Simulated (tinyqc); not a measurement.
Reverse leakage of an n+-p junction: diffusion, generation, trap-assisted and band-to-band tunnelling: leakage components against the reverse bias.

One-sided abrupt junction in the depletion approximation, x from the junction (0) to W on the p side, field F = F0 (1 - x/W). Flat quasi-Fermi levels, long p side. Traps generate through SRH with both lifetimes shortened by 1 + Gamma (Hurkx enhancement, form for moderate fields); band-to-band generation is local and needs a total bending above Eg.

ni = sqrt(Nc Nv) exp(-Eg/(2 Vt)), Eg in volts; Vbi = Vt ln(Na Nd/ni^2); W = sqrt(2 eps0 eps_r (Vbi + VR)/(q Na)); F0 = 2 (Vbi + VR)/W; FG = sqrt(24 mt m0 (kB T)^3)/(q hbar); J_diff = q ni^2 sqrt(Dn/tau)(1 - exp(-VR/Vt))/Na. u = (Vbi + VR)(1 - x/W)^2, p = Na exp(-u/Vt), n = Nd exp((u - Vbi - VR)/Vt); G0 = ni^2 (1 - exp(-VR/Vt))/(tau (n + p + 2 ni cosh(Et/Vt))); Gamma = 2 sqrt(3 pi)(F/FG) exp((F/FG)^2); trap-assisted part G0 Gamma; G_bb = Ab F^2.5 exp(-Bb/F) with F in V/cm, zero unless Vbi + VR > Eg. Currents are q times the integrals over 0 to W; J_bb under 1e-8 of J is printed as 0; rows with F0/FG above 2.2, beyond the range of this Gamma, are left out.

Values chosen for this exercise; band and dielectric values close to those of silicon:
- T = 300 K (temperature)
- Eg = 1.13 eV (band gap)
- eps_r = 11.6 (relative permittivity)
- Nc = 2.8e19 cm^-3 (conduction-band density of states at T)
- Nv = 2.61e19 cm^-3 (valence-band density of states at T)
- Na = 7.1e16 cm^-3 (acceptor density of the lighter side)
- Nd = 1e19 cm^-3 (donor density of the heavier side)
- tau = 9e-7 s (SRH lifetime of both carriers at zero field)
- Et = 0 eV (trap level above the intrinsic level)
- mt = 0.23 m0 (tunnelling mass)
- Dn = 4.5 cm^2/s (electron diffusion coefficient on the lighter side)
- Ab = 5.2e14 cm^-0.5 V^-2.5 s^-1 (band-to-band prefactor)
- Bb = 1.86e7 V/cm (band-to-band field constant)

Constants: q = 1.602176634e-19 C, kB = 1.380649e-23 J/K, hbar = 1.054571817e-34 J s, m0 = 9.1093837015e-31 kg, Vt = kB T/q, eps0 = 8.8541878128e-14 F/cm where lengths are in cm. Results are converted to the units shown.

The same in every row: J_bb (A/cm^2) = 0.

Results:

| VR (V) | F0 (kV/cm) | F0/FG | J_diff (A/cm^2) | J_SRH (A/cm^2) | J_TAT (A/cm^2) | J (A/cm^2) | largest part |
|---|---|---|---|---|---|---|---|
| 0.2 | 160 | 0.451 | 3.83e-13 | 1.74e-9 | 3.48e-9 | 5.21e-9 | trap-assisted tunnelling |
| 0.5 | 179 | 0.507 | 3.83e-13 | 3.52e-9 | 8.11e-9 | 1.16e-8 | trap-assisted tunnelling |
| 0.8 | 197 | 0.557 | 3.83e-13 | 5.03e-9 | 1.30e-8 | 1.80e-8 | trap-assisted tunnelling |
| 1.1 | 213 | 0.602 | 3.83e-13 | 6.36e-9 | 1.82e-8 | 2.45e-8 | trap-assisted tunnelling |
| 1.4 | 228 | 0.645 | 3.83e-13 | 7.57e-9 | 2.36e-8 | 3.12e-8 | trap-assisted tunnelling |
| 1.7 | 242 | 0.685 | 3.83e-13 | 8.68e-9 | 2.93e-8 | 3.80e-8 | trap-assisted tunnelling |
| 2.3 | 268 | 0.758 | 3.83e-13 | 1.07e-8 | 4.18e-8 | 5.25e-8 | trap-assisted tunnelling |
| 2.6 | 280 | 0.793 | 3.83e-13 | 1.16e-8 | 4.85e-8 | 6.01e-8 | trap-assisted tunnelling |

Estimate the missing row, VR = 2 V.

Computed row:

| VR (V) | F0 (kV/cm) | F0/FG | J_diff (A/cm^2) | J_SRH (A/cm^2) | J_TAT (A/cm^2) | J (A/cm^2) | largest part |
|---|---|---|---|---|---|---|---|
| 2 | 256 | 0.723 | 3.83e-13 | 9.72e-9 | 3.54e-8 | 4.51e-8 | trap-assisted tunnelling |

With this row back in the table: J rises from 5.21e-9 to 6.01e-8 A/cm^2. Trap-assisted tunnelling leads at VR = 0.2 and in all other rows. The ratio J_TAT/J_SRH goes from 2.00 to 4.17 as F0/FG goes from 0.451 to 0.793.

Range of the model: The n+ side is degenerate, so Vbi from Boltzmann statistics is only a guide.

Computed by the program tinyqc: `OMP_NUM_THREADS=1 python tinyqc.py 2290073 2290074 out.jsonl`, one thread of a shared Intel Xeon 2.30GHz, about 0.01 s for the whole run.
